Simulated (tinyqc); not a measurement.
AlGaN/GaN HEMT with access regions, lumped model: one step of the calculation.

A polarisation-induced electron sheet under a Schottky gate, in series with two ungated access regions and contacts. Drift law v = mu E/(1 + mu E/vs) under the gate. Currents in mA/mm, resistances in ohm mm. No self-heating, no channel-length modulation; fits for polarisation, barrier and offset are chosen for the exercise.

Question. On-resistance and breakdown. sigma = (5e13 x + 1.6e13 x^2) cm^-2, phiB = 0.84 + 1.3 x, dEc = 0.7 (1.71 x + x^2) in volts, Cb = eps0 eps_r/d, VT = phiB - dEc - q sigma/Cb, access density n0 = -Cb VT/q. Ron = 2 Rc + Ls/(q mu n0) + Ld/(q mu (1 - ft) n0) + Lg/(mu Cb (Vg - VT)). Off state: a depleted stretch that holds the voltage V has the peak field sqrt(k V), k = 2 q n0/(eps0 eps_r te), so one edge holds V1 = Ec^2/k. The sheet under the plate pinches off at Vf = q n0 (1/Cb + tf/(eps0 ei)); beyond it the gate edge is screened. BV = V1 if Vf >= V1, else Vf + V1, and at most Ec Ld. Specific resistance Ron (Ls + Lg + Ld); figure of merit BV^2 over it.

Inputs (values chosen for the exercise); values close to those of AlGaN/GaN structures: aluminium share of the barrier x = 0.27; barrier thickness d = 20 nm; relative permittivity of barrier and channel eps_r = 9.3; channel mobility mu = 1800 cm^2/(V s); saturation velocity vs = 1e7 cm/s; gate length Lg = 1 um; source access length Ls = 1.5 um; drain access length Ld = 12 um; resistance of each contact Rc = 0.35 ohm mm; share of the drain-access electrons removed by traps ft = 0.48; gate voltage Vg = -1 V; critical field Ec = 2.9 MV/cm; depth over which the depleted charge spreads te = 0.15 um; insulator under the field plate tf = 500 nm; relative permittivity of that insulator ei = 3.9.

Constants: q = 1.602176634e-19 C, eps0 = 8.8541878128e-14 F/cm where lengths are in cm. Results are converted to the units shown.

Find: Ron; Vf; V1; BV; specific resistance; figure of merit.

Answer.

Ron = 7.8279 ohm mm
Vf = 296.44 V
V1 = 25.795 V
BV = 25.795 V
specific resistance = 1.1350 mohm cm^2
figure of merit = 0.58620 MW/cm^2

The plate pinches off too late to screen the gate edge, so it adds nothing.

tinyqc, about 0.02 s, one thread, Intel Xeon 2.30GHz (shared host): `OMP_NUM_THREADS=1 python tinyqc.py 2570002 2570003 out.jsonl`
